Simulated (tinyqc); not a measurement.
Raising U: Hubbard chain of 4 sites, mean field against exact. Computed by the program tinyqc. Collinear unrestricted mean field (the lowest of 40 random starts) against exact diagonalisation.

one-body matrix (hopping and site energies) (eV):
```
         1        2        3        4
1   0.5100  -1.9900   0.0000   0.0000
2  -1.9900  -0.4800  -1.9900   0.0000
3   0.0000  -1.9900  -0.6000  -1.9900
4   0.0000   0.0000  -1.9900   0.3100
```

electrons, up and down: 2  2

Exact and mean-field results (eV):
```
U            U/t    E exact  E mean field  mean |n_up - n_down|  double occupancy, exact  first gap in the sector
0.9900    0.4975  -8.357576     -8.309340                0.0000                   0.2308                   2.2489
1.9900    1.0000  -7.487007     -7.290883                0.0000                   0.2046                   2.0000
3.9800    2.0000  -6.055230     -5.311876                0.3636                   0.1563                   1.6045
5.9700    3.0000  -4.976184     -3.966275                0.6880                   0.1165                   1.3098
7.9600    4.0000  -4.174559     -3.135655                0.8163                   0.0865                   1.0894
11.9400   6.0000  -3.121172     -2.219633                0.9169                   0.0500                   0.7974
15.9200   8.0000  -2.488776     -1.740042                0.9531                   0.0314                   0.6212
23.8800  12.0000  -1.790284     -1.251388                0.9792                   0.0152                   0.4264
39.8000  20.0000  -1.192968     -0.856229                0.9925                   0.0058                   0.2599
```

What does the comparison show, and why?

In absolute terms mean field is worst at U/t = 4.0, 1.039 eV too high: at small U it is nearly exact, and at large U it misses only exchange-scale energies. Its local moments set in at U/t = 2.0 of those listed, a broken symmetry that the exact state of a finite cluster with equal spins does not have. Relative to the exact energy its error is 0.6 % at the smallest U, 30 % at most and 28 % at the largest. The double occupancy falls from 0.231 to 0.006.
